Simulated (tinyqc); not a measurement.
Estimate of lattice thermal conductivity from elastic moduli (Slack, Klemens and Cahill formulas): one step, computed by the program tinyqc.

An isotropic solid.

Question. Velocities, Poisson ratio and Debye temperature. rho = M/V; vL = sqrt((B + 4G/3)/rho), vT = sqrt(G/rho); v_m = [(vL^-3 + 2 vT^-3)/3]^(-1/3); Poisson ratio sigma = (3B - 2G)/(6B + 2G); Theta = hbar v_m (6 pi^2/V)^(1/3)/k_B.

Inputs (values chosen for the exercise, for a model crystal):
```
quantity            value        unit
bulk modulus B        106         GPa
shear modulus G      37.1         GPa
volume per atom V    20.9  angstrom^3
mean atomic mass M   53.1           u
```

Grueneisen parameter: from thermal expansion.

Constants: u = 1.6605390666e-27 kg; hbar = 1.054571817e-34 J s; k_B = 1.380649e-23 J/K.

Give: density rho; vL; vT; v_m; Poisson ratio sigma; Debye temperature Theta.

Answer.

density rho = 4219 kg/m^3

vL = 6070 m/s

vT = 2965 m/s

v_m = 3331 m/s

Poisson ratio sigma = 0.3433

Debye temperature Theta = 360.0 K
